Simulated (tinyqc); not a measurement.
Finite-difference solution of the diffusion equation on a small grid. Changing the time step dt. Computed by tinyqc, a small Python program. Command: `OMP_NUM_THREADS=1 python tinyqc.py 3022986 3022987 out.jsonl fdiff sweep`. One thread of a shared host (Intel(R) Xeon(R) Processor @ 2.30GHz), about 0.01 s of CPU time with the checks.

dC/dt = D d2C/dx2 on nodes x_j = j dx, j = 0..8; the far end is sealed.

Inputs (values chosen for the exercise): diffusivity D = 0.13 nm^2/s; grid spacing dx = 25 nm; final time t_f = 16600 s; surface value C_s = 72 % of a reference.

Boundary at x = 0: fixed surface value. Scheme: explicit.

start values C_j, j = 0, 1, ... (% of a reference): [0, 0, 0, 0, 0, 0, 0, 0, 0]

Method:
- The operator M acts as (M C)_j = C_(j-1) - 2 C_j + C_(j+1); at the sealed far end a mirror node gives 2 C_(N-2) - 2 C_(N-1); at j = 0, C_0 is held at C_s from the start (row of zeros).
- r = D dt/dx^2.
- With r = D dt/dx^2: (1 - theta r M) C(new) = (1 + (1 - theta) r M) C(old); theta = 0 explicit, 1 implicit, 1/2 Crank-Nicolson.
- The run takes n = round(t_f/dt) steps of length t_f/n.
- The dose is the trapezoidal sum of C dx; the error is the largest difference from exp(M D t/dx^2) C(0), the exact time evolution on the same grid.

One run for each value:
```
time step dt (s)  largest error at t_f (%)  mesh ratio r  final C_4 (%)  final dose (% nm)
64.8                               0.03786       0.01349         9.4523             3844.8
129.7                              0.07575       0.02698         9.4600             3846.5
259.4                              0.15160       0.05395         9.4757             3850.0
518.8                              0.30353       0.10790         9.5089             3857.0
1037.5                             0.60783       0.21580         9.5823             3871.0
```

Over the rows, largest error at t_f (%) rises from 0.0379 to 0.608 (exponent d ln y / d ln x about 1.0 throughout). The exponent of largest error at t_f stays at 1: first order in the step.

Extremes, crossings and ranges named in words are read from the listed rows.
